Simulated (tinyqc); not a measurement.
Inside a calculation. Method: Ewald sum of point charges, bcc in a neutralising background, strained along z by a factor 1.01, lattice. Computed by tinyqc, a small Python program that keeps every step. Command: `OMP_NUM_THREADS=1 python tinyqc.py 23719 23720 out.jsonl` (the two numbers bound the seeds that draw the settings). One thread of a shared host (Intel(R) Xeon(R) Processor @ 2.60GHz), about 0.05 s of CPU time with the checks.

## Ewald sum with eta = 0.428 1/bohr

cell vectors (rows) (bohr):
```
          1         2         3
1  8.220000  0.000000  0.000000
2  0.000000  8.220000  0.000000
3  0.000000  0.000000  8.302000
```

Charges:
```
q               f1        f2        f3
2.000000  0.000000  0.000000  0.000000
2.000000  0.500000  0.500000  0.500000
```

Real space: 1/2 sum q_i q_j erfc(eta r)/r over all images with r > 0; reciprocal space: (2 pi/V) sum_(G != 0) exp(-G^2/4 eta^2)/G^2 |S(G)|^2 with S(G) = sum q exp(i G.r); self term -eta/sqrt(pi) sum q^2; background -pi Q^2/(2 V eta^2), Q the total charge.

Real-space shells (first ones):
```
r (bohr)   pairs  sum (hartree)
7.142479      16       0.000069
8.220000       8       1.27e-06
8.302000       4       4.85e-07
11.624835      8              0
11.682962     16              0
13.643746     32              0
13.742686     16              0
```

Reciprocal shells (first ones that count):
```
G^2 (1/bohr^2)  vectors  sum (hartree)
1.157062              8       0.255454
1.168547              4       0.124505
2.291154              2       0.006861
2.337094              4       0.012634
3.459701              8       0.003689
3.494155             16       0.006969
4.628247              8       0.000560
4.674187              4       0.000260
5.739370              8       0.000099
5.831249              8       0.000086
5.842734              8       0.000084
6.965341              8       0.000015
```

## The total does not depend on eta

The same sums for other eta.

Totals (hartree per cell):
```
eta           real  reciprocal       self  background        total
0.428000  0.000071    0.411234  -1.931785   -0.244583  -1.76506368
0.623000  1.40e-09    1.162292  -2.811921   -0.115435  -1.76506368
0.797000         0    1.902743  -3.597273   -0.070534  -1.76506368
```

shortest distance = 7.142479 bohr
